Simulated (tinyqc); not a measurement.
Defect-molecule model of a vacancy with Jahn-Teller distortion: one step. Transition levels and the effective U. Three cases, with inputs chosen for the exercise.

Task: From the energies W_n of the relaxed states with n = 0, 1, 2 electrons: E(2+/+) = W1 - W0, E(+/0) = W2 - W1, U_eff = E(+/0) - E(2+/+), E(2+/0) = (W2 - W0)/2.

Case 1.

States:
```
n  charge  Q_n (angstrom)  gain (eV)  W_n (eV)
0      2+        0.000000   0.000000  0.000000
1       +        0.153226   0.145565  0.114435
2       0        0.306452   0.582258  0.167742
```

Case 2.

States:
```
n  charge  Q_n (angstrom)  gain (eV)  W_n (eV)
0      2+        0.000000   0.000000  0.000000
1       +        0.137647   0.161047  0.148953
2       0        0.275294   0.644188  0.235812
```

Case 3.

States:
```
n  charge  Q_n (angstrom)  gain (eV)  W_n (eV)
0      2+        0.000000   0.000000  0.000000
1       +        0.104972   0.099724  0.090276
2       0        0.209945   0.398895  0.191105
```

Give: levels above Ev; U_eff.

Result:

Case 1.

levels above Ev (eV): (2+/+) 0.1144, (+/0) 0.0533, (2+/0) 0.0839

U_eff = -0.0611 eV

U_eff < 0: the second electron is bound more strongly than the first, the + state is never the lowest, and the charge changes by two at 0.0839 eV.

Case 2.

levels above Ev (eV): (2+/+) 0.1490, (+/0) 0.0869, (2+/0) 0.1179

U_eff = -0.0621 eV

U_eff < 0: the second electron is bound more strongly than the first, the + state is never the lowest, and the charge changes by two at 0.1179 eV.

Case 3.

levels above Ev (eV): (2+/+) 0.0903, (+/0) 0.1008, (2+/0) 0.0956

U_eff = 0.0106 eV

U_eff > 0: the + state is the lowest for mu between 0.0903 and 0.1008 eV. The vacancy in silicon is known as a negative-U centre; these values fall on the other side of the balance.

Computed by tinyqc, one run a case: `OMP_NUM_THREADS=1 python tinyqc.py N N+1 out.jsonl` with N = 1482597, 1482775, 1482830; one thread of a shared Intel(R) Xeon(R) Processor @ 2.30GHz, about 0.01 s a run at most.
